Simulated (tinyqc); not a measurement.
# Dose and depth of a threshold implant

Problem. A sheet of D acceptors per cm^2 lies at depth xi inside the depleted layer of a body doped Na. In the depletion approximation VT = Vfb + f2 + q D/Cox + gamma sqrt(f2 + Vsb - q D xi/(eps0 eps_r)), gamma = sqrt(2 eps0 eps_r q Na)/Cox, Cox = eps0 eox/tox. Find gamma, D and xi.

Inputs (values chosen for the exercise); band and dielectric values close to those of silicon:
```
symbol   value   unit                                                                 meaning
eps_r     11.8                                                          relative permittivity
Na      1.3e18  cm^-3                                       acceptor density deep in the body
eox        3.9         relative permittivity of the gate insulator (close to silicon dioxide)
tox        1.3     nm                                                     insulator thickness
Vfb      -0.94      V                                                       flat-band voltage
f2       0.983      V                                        band bending 2 phiF at threshold
```

Constants: q = 1.602176634e-19 C, eps0 = 8.8541878128e-14 F/cm where lengths are in cm. Results are converted to the units shown.

VT against the source at Vsb = 0 and 2.6 V (V): 0.30138538  0.52783420

Solution. With y^2 = f2 - q D xi/(eps0 eps_r) and d the difference of the thresholds over gamma, sqrt(y^2 + Vsb) - y = d gives y = (Vsb - d^2)/(2 d). The first threshold then gives D, and y^2 gives xi.

gamma = 0.248 V^0.5
D = 2.90e11 cm^-2
xi = 9.50 nm

Numbers from tinyqc (`OMP_NUM_THREADS=1 python tinyqc.py 2080143 2080144 out.jsonl`; about 0.3 s on one thread of a shared Intel Xeon 2.30GHz).
